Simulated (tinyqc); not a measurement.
Worked calculation: tight binding, dimerised chain. Computed by tinyqc, a small Python program that keeps every step. Settings: t1 = 1.34, t2 = 0.48, delta = 0, points = 12, cells = 4. Command: `OMP_NUM_THREADS=1 python tinyqc.py 25301 25302 out.jsonl` (the two numbers bound the seeds that draw the settings). One thread of a shared host (Intel(R) Xeon(R) Processor @ 2.60GHz), about 0.01 s of CPU time with the checks.

## Bloch Hamiltonian at k

Parameters chosen for this model:
```
parameter,value,unit
t1,1.340000,"eV, inside the cell"
t2,0.480000,"eV, between cells"
delta,0,"eV, +/- on the two sites"
```

k point k (2 pi / a): 0.00000

H_AA = +delta, H_BB = -delta, H_AB = -t1 - t2 exp(-i k a).

H(k) at k (eV):
```
,A,B
A,0.00000,-1.82000
B,-1.82000,0.00000
```

## Levels at k

Diagonalise the Hermitian matrix.

eigenvalues (eV): -1.82000  1.82000

weights |c|^2 of the basis functions:
```
,band 1,band 2
A,0.50000,0.50000
B,0.50000,0.50000
```

## Bloch Hamiltonian at X

k point X (2 pi / a): 0.50000

As before.

H(k) at X (eV):
```
,A,B
A,0.00000,-0.86000
B,-0.86000,0.00000
```

## Levels at X

As before.

eigenvalues (eV): -0.86000  0.86000

weights |c|^2 of the basis functions:
```
,band 1,band 2
A,0.50000,0.50000
B,0.50000,0.50000
```

## Bands along a path

The same steps at evenly spaced points between the labelled ones.

Bands along the path (eV):
```
k,band 1,band 2
G,-1.82000,1.82000
G-X 0.33,-1.63377,1.63377
G-X 0.67,-1.17593,1.17593
X,-0.86000,0.86000
```

With 1 band(s) filled, the highest filled level on these points lies at X and the lowest empty one at X: a gap of 1.7200 eV, direct.

## Berry (Zak) phase of the lower band

On 12 points k_j = j/N: phase = -Im ln of the product of <u_j|u_(j+1)>, closed with u_N = u_0 (the cell-periodic part is taken without the site positions). Single arguments depend on the phases chosen for the u_j; only their sum modulo 2 pi does not.

Overlaps:
```
j,|<u_j|u_j+1>|,argument (rad)
0,0.99769,-0.06793
1,0.99816,0.19656
2,0.99906,0.04335
3,0.99996,0.00867
4,0.99856,-0.30768
5,0.99194,0.12702
6,0.99194,0.12702
7,0.99856,-0.30768
8,0.99996,0.00867
9,0.99906,0.04335
10,0.99816,0.19656
11,0.99769,-0.06793
```

phase / pi, folded into (-1, 1] = 0.00000

## Open chain of 4 cells

H of the open chain (eV), lower triangle:
```
,1,2,3,4,5,6,7,8
1,0.00000
2,-1.34000,0.00000
3,0.00000,-0.48000,0.00000
4,0.00000,0.00000,-1.34000,0.00000
5,0.00000,0.00000,0.00000,-0.48000,0.00000
6,0.00000,0.00000,0.00000,0.00000,-1.34000,0.00000
7,0.00000,0.00000,0.00000,0.00000,0.00000,-0.48000,0.00000
8,0.00000,0.00000,0.00000,0.00000,0.00000,0.00000,-1.34000,0.00000
```

The same hoppings without the wrap-around bond.

levels (eV): -1.74367  -1.53212  -1.24097  -0.97252  0.97252  1.24097  1.53212  1.74367

weights of the highest filled level on the sites: 0.10509  0.05535  0.18344  0.15612  0.15612  0.18344  0.05535  0.10509

The bulk gap runs from -0.8600 to 0.8600 eV; no level of this chain lies inside it.
